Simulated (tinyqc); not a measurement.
Mirror strength against the number of periods: longitudinal sound in a periodic multilayer: transfer matrices, stop bands and folded phonons. Computed by tinyqc, a small Python program. Command: `OMP_NUM_THREADS=1 python tinyqc.py 3020096 3020097 out.jsonl multilayer walk`. One thread of a shared host (Intel(R) Xeon(R) Processor @ 2.30GHz), about 0.01 s of CPU time with the checks.

Layers 1 and 2 repeat with period d = d_1 + d_2; waves travel normal to the layers, without loss. State vector (u, s): displacement u and stress divided by omega. Impedances Z = rho v are in 1e6 kg/(m^2 s).

Inputs (values chosen for the exercise, modelled on silica (layer 1), silicon nitride (layer 2) and silicon (substrate)):

| quantity | value | unit |
|---|---|---|
| density rho_1 | 2.21 | g/cm^3 |
| velocity v_1 | 5960 | m/s |
| thickness d_1 | 602 | nm |
| density rho_2 | 3.14 | g/cm^3 |
| velocity v_2 | 9890 | m/s |
| thickness d_2 | 1010 | nm |
| substrate density | 2.32 | g/cm^3 |
| substrate velocity | 8420 | m/s |
| frequency f | 1.62 | GHz |

Method:
- Z = rho v; interface reflection r = (Z_2 - Z_1)/(Z_2 + Z_1) (stress amplitude, from 1 into 2); Bragg frequency f_B = 1/[2 (d_1/v_1 + d_2/v_2)]; long-wave velocity v_eff = d/sqrt[(d_1/v_1)^2 + (d_2/v_2)^2 + (Z_1/Z_2 + Z_2/Z_1)(d_1/v_1)(d_2/v_2)].
- A layer maps (u, s) by [[cos p, sin p/Z], [-Z sin p, cos p]], p = 2 pi f d_i/v_i; one period is M = M_2 M_1, and cos(q d) = trace(M)/2.
- For N periods A = M^N. A wave comes from a thick layer of material 1 and leaves into the substrate (Z_s): transmitted power T = 4 Z_1 Z_s/|Z_1 A_22 + Z_s A_11 - i (Z_1 Z_s A_12 - A_21)|^2, reflected power R = 1 - T.

Bragg frequency f_B = 2.46148 GHz

Z_2 = 31.0546

Z_1 = 13.1716

Z of the substrate = 19.5344

trace(M)/2 = -0.765237

Transmitted power:

| N | T at f_B | T at f_B (dB) | T at f |
|---|---|---|---|
| 1 | 0.66503 | -1.7716 | 0.72227 |
| 2 | 0.17482 | -7.5741 | 0.43675 |
| 3 | 0.033955 | -14.691 | 0.44359 |
| 4 | 0.0061954 | -22.079 | 0.74788 |
| 6 | 2.0113e-04 | -36.965 | 0.53185 |
| 8 | 6.5106e-06 | -51.864 | 0.55243 |
| 12 | 6.8207e-09 | -81.662 | 0.44578 |
| 16 | 7.1455e-12 | -111.46 | 0.40996 |
| 24 | 7.8423e-18 | -171.06 | 0.52309 |

At f_B each further period removes 7.45 dB at large N, which is 20 log10 of the impedance ratio, 7.45 dB, as for a quarter-wave stack; 99 % reflection needs N = 4 among these rows. At f, in a pass band, T does not decay with N. Values below about 1e-6 belong to the ideal stack: roughness and scattering into other modes, left out here, set a floor in a real one.
